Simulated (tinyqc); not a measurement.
Inside a calculation. Model: ballistic Schottky-barrier transistor with a two-dimensional channel, WKB contacts.

Program tinyqc, `OMP_NUM_THREADS=1 python tinyqc.py 2390042 2390043 out.jsonl`; Intel Xeon 2.30GHz, shared host, one thread, about 0.2 s. Printed values are rounded.

Source Fermi level 0, drain Fermi level -Vd. Far from the contacts Ec = pn - psi, and the gate moves psi one to one; the band edges relax as exp(-x/lam) from pn at the source and pn - Vd at the drain; Ev = Ec - Eg. A carrier of energy w inside the channel band meets at a contact a barrier of height D (the contact edge beyond the channel edge): T = 1 for w >= D, else exp(-S), S = 4 lam sqrt(m/C) [sqrt(D - w) - sqrt(w) arctan sqrt((D - w)/w)], C = hbar^2/(2 m0). The two contacts combine as Ts Td/(Ts + Td - Ts Td).

Values chosen for this exercise; channel values close to those of an ultrathin silicon body with silicide contacts:
- T = 300 K (temperature)
- Eg = 1.12 eV (band gap)
- pn = 0.58 eV (barrier for electrons at both contacts)
- mn = 0.2 m0 (electron mass)
- mp = 0.24 m0 (hole mass)
- g = 2 (valleys or subbands)
- lam = 4.3 nm (screening length at the contacts)
- Vd = 0.7 V (drain bias)
- ps = -0.11 V (band shift psi of the channel by the gate)
- w0 = 0.54 eV (energy of one carrier inside the channel band)
- wm = 0.99 eV (upper end of the grid)
- nE = 13 (points of the grid)

Constants: q = 1.602176634e-19 C, kB = 1.380649e-23 J/K, hbar = 1.054571817e-34 J s, h = 6.62607015e-34 J s, m0 = 9.1093837015e-31 kg, Vt = kB T/q, hbar^2/(2 m0) = 0.0380998212 eV nm^2. Results are converted to the units shown.

Range of the model: No scattering, image-force lowering, channel charge or band-to-band tunnelling; parabolic kappa overstates S deep in the gap.

## Band edges and barriers

Electrons: Ds = psi, Dd = psi - Vd, Es = Ec, Ed = Ec + Vd. Holes: Ds = -psi, Dd = Vd - psi, Es = -Ev, Ed = -Ev - Vd. The size of each current is taken; both flow from drain to source and add.

Ec = 0.69 eV
Ev = -0.43 eV
D for electrons (eV): source -0.1100000, drain -0.8100000
D for holes (eV): source 0.1100000, drain 0.8100000

A negative D is no barrier. Here the holes carry the larger current.

## Transmission of one of the holes

S and T at both contacts for w = w0, and the tunnelling distance lam ln(D/w) at the higher barrier.

S at the source = 0
S at the drain = 2.906654
combined T = 0.05465833
tunnelling distance = 1.743500 nm

## Current of the holes on a coarse grid

I/W = g (2 q^2/h) int T(w) [N(Es + w) - N(Ed + w)] dw with w the energy of motion along the channel, N(y) = (1/2 pi) sqrt(pi m kB T/C) Fm(-y/kB T), Fm(x) = (1/sqrt(pi)) int_0^infinity u^(-1/2)/(1 + exp(u - x)) du. Electrons: Ds = psi, Dd = psi - Vd, Es = Ec, Ed = Ec + Vd. Holes: Ds = -psi, Dd = Vd - psi, Es = -Ev, Ed = -Ev - Vd. The size of each current is taken; both flow from drain to source and add. Simpson's rule on nE equally spaced w from 0 to wm.

```
point     w (eV)           Ts            Td             T  size of the supply difference (1/um)
0      0.0000000  6.052903e-7  1.338824e-17  1.338824e-17                              413.4811
1      0.0825000    0.5135106  5.231331e-10  5.231331e-10                              342.9179
2      0.1650000            1   2.184854e-7   2.184854e-7                              250.9802
3      0.2475000            1   1.340042e-5   1.340042e-5                              110.3532
4      0.3300000            1   2.969313e-4   2.969313e-4                              10.45849
5      0.4125000            1   0.003352746   0.003352746                             0.4583045
6      0.4950000            1    0.02288085    0.02288085                            0.01889738
7      0.5775000            1     0.1036361     0.1036361                           7.771620e-4
8      0.6600000            1     0.3270147     0.3270147                           3.195763e-5
9      0.7425000            1     0.7243689     0.7243689                           1.314122e-6
10     0.8250000            1             1             1                           5.403767e-8
11     0.9075000            1             1             1                           2.222070e-9
12     0.9900000            1             1             1                          9.137316e-11
```

current = 0.08350096 uA/um

A converged quadrature gives 0.08606 uA/um; this grid is 3.0 % below that. Under 0.001 % of it passes over both barriers, the rest tunnels. The other carrier adds 1.07e-9 uA/um.
